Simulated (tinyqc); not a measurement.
ESD clamp with bipolar snapback, compact model and design window: two steps of the calculation.

The drain junction multiplies the current that enters it: Igen = (M - 1)(Ic + I0), M = 1/(1 - (Vj/BV)^n). The generated holes leave through the substrate resistance and the base of the parasitic npn: Igen = Vb/Rb + Ic/be, Ic = Is exp(Vb/Vt). Terminal current I = Ic + I0 + Igen and voltage V = Vj + I Ro, per width. Isothermal, constant gain.

Inputs (values chosen for the exercise); values close to those of grounded-gate n-channel clamps:
- T = 300 K (temperature)
- BV = 11.7 V (junction breakdown voltage)
- n = 4.7 (exponent of the multiplication)
- be = 11.4 (current gain of the parasitic npn)
- Is = 7.8e-18 A/um (saturation current)
- I0 = 7.2e-11 A/um (junction leakage)
- Rb = 9600 ohm um (substrate resistance)
- Ro = 380 ohm um (drain ballast and contact resistance)
- It2 = 6.8 mA/um (failure current for 100 ns)
- Wf = 50 um (finger width)
- Nf = 10 (number of fingers)
- Lv = 4 kV (human-body-model level)
- Vox = 8.8 V (oxide breakdown voltage for 100 ns)
- Vdd = 3.3 V (supply voltage)

Constants: q = 1.602176634e-19 C, kB = 1.380649e-23 J/K, Vt = kB T/q. Results are converted to the units shown.

Problem 1. Base voltage at the failure current. I(Vb) = Ic (1 + 1/be) + I0 + Vb/Rb, I' = Ic (1 + 1/be)/Vt + 1/Rb; Newton steps on ln I: Vb(new) = Vb - ln(I/It2) I/I'. V follows from the introduction.

Vb at the start = 0.79 V

Give: I; V; I'; Vb after iteration 1.

Solution 1.

I = 0.24079 mA/um
V = 9.6925 V
I' = 6.2352 mS/um
Vb after iteration 1 = 0.91901 V

Problem 2. Design window and human-body level. Human-body model: 100 pF through 1500 ohm, peak current about (level - Vt2)/1500 ohm, decay time 150 ns. All fingers turn on before the first fails if Vt2 > Vt1; then the clamp carries Nf Wf It2, otherwise in the worst case Wf It2. Margins: Vh - 1.1 Vdd against latching in operation, Vox - max(Vt1, Vt2) for the protected oxide.

Vt1 = 11.721350 V
Vh = 8.2054199 V
Vt2 = 9.6446989 V

Wanted: peak current; current the clamp carries; level it withstands; holding margin; oxide margin.

Solution 2.

peak current = 2.660 A
current the clamp carries = 0.3400 A
level it withstands = 0.5196 kV
holding margin = 4.575 V
oxide margin = -2.921 V

Uniform turn-on is not assured; the clamp fails the level. The oxide margin is negative.

tinyqc, about 0.01 s, one thread, Intel Xeon 2.30GHz (shared host): `OMP_NUM_THREADS=1 python tinyqc.py 2670035 2670036 out.jsonl`
